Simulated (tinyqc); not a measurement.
UHF in the sto-3g basis, for BeH2, spin multiplicity 1, step by step. One step of it, computed by the program tinyqc.

Task: Iteration 2: DIIS coefficients. Solve [B -1; -1 0][c; lambda] = [0; -1] for the coefficients, which sum to one.

B (overlaps of the stored error matrices):
```
               1              2
1  2.2960415e-01  7.3303843e-02
2  7.3303843e-02  3.8204632e-02
```

Give: DIIS coefficients.

Result:

DIIS coefficients: -0.290  1.290
